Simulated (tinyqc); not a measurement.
Comparisons within one model: nanosheet or nanowire with hard walls, valleys of the Si type. A value that a table varies takes the place of the one given here.

Six ellipsoidal valleys along the cube axes: inverse mass tensor w = 1/mt + (1/ml - 1/mt) a a^T with a the unit axis. Device axes: x along the channel, z = [001], y = z x x.

Hard walls around a W x H rectangle. The block w_c of w in (y, z) confines; the transport mass follows from 1/m_x = w_xx - w_xc w_c^-1 w_cx. The cross-section problem c (w_yy ky^2 + 2 w_yz ky kz + w_zz kz^2), c = hbar^2/2m0, is solved in products sin(n pi y/W) sin(l pi z/H), n, l = 1 to 12; if w_yz = 0 the levels are c pi^2 (w_yy n^2/W^2 + w_zz l^2/H^2). The w_yz term couples (n, l) to (n', l') by -2 c w_yz D_nn'(W) D_ll'(H) with D_nm(L) = 4 n m/(L (n^2 - m^2)) for n + m odd and 0 otherwise.

Without degeneracy the line density is N1 exp((EF - Ec)/kB T) with N1 = sum 2 g sqrt(m_x kB T/(4 pi c)) exp(-E/kB T), here over n, l up to 80 where w_yz = 0 and over all levels of a 12 x 12 sine basis otherwise; the classical value is W H Nc with Nc = 2 g_all (m_dos kB T/(4 pi c))^(3/2), m_dos = (ml mt^2)^(1/3); dVt = kB T ln(W H Nc/N1).

Constants: hbar^2/2m0 = 3.80998211 eV angstrom^2; kB = 8.617333262e-05 eV/K.

Inputs chosen for the exercise (near those of Si; not measured data):

| symbol | value | unit | meaning |
|---|---|---|---|
| ml | 0.925 | m0 | longitudinal mass |
| mt | 0.188 | m0 | transverse mass |
| T | 300 | K | temperature |
| g_all | 6 |  | number of valleys |
| channel | 110 |  | transport direction x on a (001) wafer |
| H | 64 | angstrom | height, along z = [001] |
| Ws | (25, 35, 50, 75, 110, 170, 260) | angstrom | widths |
| W | 90 | angstrom | width, along y |

## From wire to sheet

Valleys:

| group | valleys g | w_yy | w_zz | \|w_yz\| | m_x (m0) |
|---|---|---|---|---|---|
| A | 2 | 5.31915 | 1.08108 | 0.00000 | 0.18800 |
| B | 4 | 3.20012 | 5.31915 | 0.00000 | 0.55650 |

Lowest level of each group (groups ordered by w_zz, then w_yy) and dVt against the width.

Results:

| W (angstrom) | A1 (eV) | B1 (eV) | dVt (mV) |
|---|---|---|---|
| 25 | 0.3300 | 0.2414 | 211.0 |
| 35 | 0.1732 | 0.1471 | 122.3 |
| 50 | 0.0899 | 0.0970 | 74.0 |
| 75 | 0.0455 | 0.0702 | 49.0 |
| 110 | 0.0265 | 0.0588 | 39.0 |
| 170 | 0.0168 | 0.0530 | 33.4 |
| 260 | 0.0129 | 0.0506 | 30.4 |

dVt falls from 211 to 30 mV. The lowest group changes from B to A between W = 35 and 50 angstrom (H = 64). At the widest W the lowest level is 0.0129 eV; the film limit c pi^2 w_zz/H^2 of that group is 0.0099 eV.

## Channel direction

The same rectangle along [100] and [110]; groups ordered by w_zz, then w_yy.

Lowest level of each group:

| channel, group | valleys g | w_yy | w_zz | \|w_yz\| | m_x (m0) | E (eV) |
|---|---|---|---|---|---|---|
| [100] A | 2 | 5.319 | 1.081 | 0.000 | 0.188 | 0.0346 |
| [100] B | 2 | 1.081 | 5.319 | 0.000 | 0.188 | 0.0539 |
| [100] C | 2 | 5.319 | 5.319 | 0.000 | 0.925 | 0.0735 |
| [110] A | 2 | 5.319 | 1.081 | 0.000 | 0.188 | 0.0346 |
| [110] B | 4 | 3.200 | 5.319 | 0.000 | 0.556 | 0.0637 |

The lowest subband has m_x = 0.188 m0 and 2 valleys along [100], and 0.188 m0 and 2 valleys along [110]; its edge lies at 0.0346 and 0.0346 eV. These valleys have their axis along z, so turning the channel in the wafer plane leaves them alone; only the higher groups change.

## What each parameter does

E1 and E2 are the two lowest subband edges over all groups. Each row changes one parameter from the base and keeps the others.

Results:

| case | E1 (eV) | E2 - E1 (meV) | m_x of lowest (m0) | dVt (mV) |
|---|---|---|---|---|
| base | 0.0346 | 29.1 | 0.188 | 43.3 |
| W = 105 angstrom | 0.0281 | 29.8 | 0.188 | 39.9 |
| H = 72 angstrom | 0.0325 | 20.9 | 0.188 | 38.8 |
| T = 270 K | 0.0346 | 29.1 | 0.188 | 42.4 |
| ml = 1.018 m0 | 0.0337 | 27.1 | 0.188 | 42.9 |
| mt = 0.169 m0 | 0.0374 | 29.8 | 0.169 | 46.6 |

The largest shifts from the base row, up to three for each result and ties (the steps differ in size, so this ranks the rows, not the parameters). E1 (eV): W -0.0066, mt +0.0028, H -0.0021; unchanged at the printed digits by T. E2 - E1 (meV): H -8.2, ml -2.0, W +0.7, mt +0.7; unchanged at the printed digits by T. m_x of lowest (m0): mt -0.019; unchanged at the printed digits by W, H, T and ml. dVt (mV): H -4.5, W -3.4, mt +3.3.

Program tinyqc; command `OMP_NUM_THREADS=1 python tinyqc.py 1251057 1251058 out.jsonl`; about 0.02 s on one thread of a shared Intel(R) Xeon(R) Processor @ 2.30GHz.
